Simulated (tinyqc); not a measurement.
Surface photovoltage measurement of the minority-carrier diffusion length in a wafer: one step, computed by the program tinyqc. Command: `OMP_NUM_THREADS=1 python tinyqc.py 3130357 3130358 out.jsonl spv walk`. One thread of a shared host (Intel(R) Xeon(R) Processor @ 2.30GHz), about 0.01 s of CPU time with the checks.

Low injection, steady light, a depletion layer much thinner than 1/alpha and L. The excess density dn is taken at the front edge of the neutral region; light that reaches the back is lost.

Task: The linear plot. alpha = (84.732/lambda - 76.417)^2 per cm with lambda in micrometre (an empirical fit for silicon between 0.7 and 1.05 micrometre). Thick wafer: dn = Phi L/((S_f + D/L)(L + 1/alpha)). Finite wafer, with s = S_b L/D, w = W/L, a = alpha L: dn = [Phi a/(a^2 - 1)] [a - B - exp(-alpha W)(a - s)/(cosh w + s sinh w)]/(S_f + B D/L), B = (sinh w + s cosh w)/(cosh w + s sinh w). Readings y = (Phi/dn) (1 + noise x g) at 780, 830, 880, 920, 950, 975 and 995 nm; a least-squares line y = c (1/alpha + L_app) gives L_app = intercept/slope.

Inputs (values chosen for the exercise, modelled on p-type silicon at room temperature):

| quantity | value | unit |
|---|---|---|
| diffusion length L | 250 | micrometre |
| wafer thickness W | 625 | micrometre |
| diffusivity D | 30.5 | cm^2/s |
| front recombination velocity S_f | 6300 | cm/s |
| back recombination velocity S_b | 1100 | cm/s |
| photon flux entering | 4.1e+12 | 1/(cm^2 s) |
| relative noise of each reading | 0 | % |

normal deviates g for the noise: 1.08  -0.36  0.91  1.39  1.17  1.20  0.34

Give: the table «Readings» with the columns 1/alpha (micrometre), y (cm/s), line (cm/s), for lambda (nm) = 780, 830, 880, 920, 950, 975, 995; slope; apparent length L_app; error of L_app (rounded to 0.001).

Result:

Readings:

| lambda (nm) | 1/alpha (micrometre) | y (cm/s) | line (cm/s) |
|---|---|---|---|
| 780 | 9.6 | 7809 | 7808 |
| 830 | 15.2 | 7975 | 7975 |
| 880 | 25.3 | 8280 | 8280 |
| 920 | 40.7 | 8741 | 8741 |
| 950 | 61.3 | 9360 | 9361 |
| 975 | 90.9 | 10251 | 10252 |
| 995 | 130.9 | 11456 | 11455 |

slope = 30.07 cm/(s micrometre)

apparent length L_app = 250.0 micrometre

error of L_app (rounded to 0.001) = 0 %

At W/L = 2.5 the finite thickness shifts L_app by less than 0.05 %. S_f scales all readings alike and leaves L_app unchanged.
